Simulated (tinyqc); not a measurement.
From results back to parameters: eight-band Kane k.p model. Two cases, with inputs chosen for the exercise.

Problem. In the Kane model 1/m = A_r + Ep (Eg + 2 Dso/3)/(Eg (Eg + Dso)) and the Roth formula gives g* = 2 - 2 Ep Dso/(3 Eg (Eg + Dso)). The mass and the g factor below were computed from hidden Ep and Dso.

Case 1.

Values chosen (out of a larger set: near those of GaAs; not measured data): Eg = 1.507 eV (gap at Gamma to the s-like level); A_r = -0.7 (remote-band term in 1/m).

m = 0.0648221 m0
g* = -0.11926

Case 2.

Values chosen (out of a larger set: near those of AlAs; not measured data): Eg = 3.06 eV (gap at Gamma to the s-like level); A_r = 0 (remote-band term in 1/m).

m = 0.1450540 m0
g* = 1.60497

Find: X; Y; Ep; Dso.

Solution. Let X = 1/m - A_r and Y = (2 - g*)/2. Then X + Y = Ep/Eg and X - 2 Y = Ep/(Eg + Dso).

Case 1.

X = 16.127
Y = 1.060
Ep = 25.90 eV
Dso = 0.342 eV

Case 2.

X = 6.894
Y = 0.198
Ep = 21.70 eV
Dso = 0.279 eV

Computed by tinyqc, one run a case: `OMP_NUM_THREADS=1 python tinyqc.py N N+1 out.jsonl` with N = 1051510, 1051579; one thread of a shared Intel(R) Xeon(R) Processor @ 2.30GHz, about 0.01 s a run at most.
